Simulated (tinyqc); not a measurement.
Inputs raised by 2 %, one at a time: deep trap from a strong local potential in a two-band host (Koster-Slater model with semi-elliptic bands). Computed by tinyqc, a small Python program. Command: `OMP_NUM_THREADS=1 python tinyqc.py 3000267 3000268 out.jsonl deeptrap sens`. One thread of a shared host (Intel(R) Xeon(R) Processor @ 2.30GHz), about 0.02 s of CPU time with the checks.

The valence band spans -2 W_v to 0 and the conduction band E_g to E_g + 2 W_c. The orbital at the impurity site has weight f_v in the valence band and 1 - f_v in the conduction band, each spread as a semi-ellipse (2/(pi W^2)) sqrt(W^2 - x^2) about the band centre. The impurity adds U to this orbital. Spin is left out.

Inputs (values chosen for the exercise, with a gap close to that of GaAs):
```
quantity                                value  unit
gap E_g                                  1.45    eV
half-width of the valence band W_v        3.7    eV
half-width of the conduction band W_c     5.2    eV
valence weight f_v of the site orbital   0.62     -
impurity potential U                     37.7    eV
```

Impurity: repulsive, acceptor-like.

Method. In the gap G(E) = f_v (2/W_v^2)[x - sqrt(x^2 - W_v^2)] - (1 - f_v)(2/W_c^2)[y - sqrt(y^2 - W_c^2)], x = E + W_v, y = E_g + W_c - E. The trap level solves G(E) = 1/U (bisection). With D = -dG/dE = D_v + D_c, D_v = f_v (2/W_v^2)[x/sqrt(x^2 - W_v^2) - 1] and D_c = (1 - f_v)(2/W_c^2)[y/sqrt(y^2 - W_c^2) - 1], the weight on the impurity orbital is 1/(U^2 D) and the conduction-band character is D_c/D.

Runs; columns: (1) input moved; (2) from; (3) to; (4) trap level E_t (eV); (5) weight on the impurity orbital; (6) depth below the conduction band (eV); (7) conduction-band character:
```
(1)                                          (2)     (3)    (4)       (5)     (6)     (7)
base run                                       -       -  1.346  0.004471  0.1037  0.7291
gap E_g (eV)                                1.45   1.479  1.367  0.004638  0.1116  0.7232
half-width of the valence band W_v (eV)      3.7   3.774  1.335  0.004698  0.1151  0.7189
half-width of the conduction band W_c (eV)   5.2   5.304  1.360  0.004305  0.0903  0.7417
impurity potential U (eV)                   37.7  38.454  1.350  0.004239  0.1004  0.7334
```

Exponents ln(y'/y) / ln(x'/x):
```
input                                  trap level E_t  weight on the impurity orbital  depth below the conduction band  conduction-band character
gap E_g                                         0.784                           1.849                            3.727                     -0.410
half-width of the valence band W_v             -0.432                           2.498                            5.295                     -0.717
half-width of the conduction band W_c           0.498                          -1.914                           -6.959                      0.862
impurity potential U                            0.123                          -2.685                           -1.625                      0.296
```

Among the inputs moved here: trap level E_t answers most in size to gap E_g (exponent +0.784), next to half-width of the conduction band W_c (+0.498). Weight on the impurity orbital answers most in size to impurity potential U (exponent -2.685), next to half-width of the valence band W_v (+2.498). Depth below the conduction band answers most in size to half-width of the conduction band W_c (exponent -6.959), next to half-width of the valence band W_v (+5.295). Conduction-band character answers most in size to half-width of the conduction band W_c (exponent +0.862), next to half-width of the valence band W_v (-0.717).
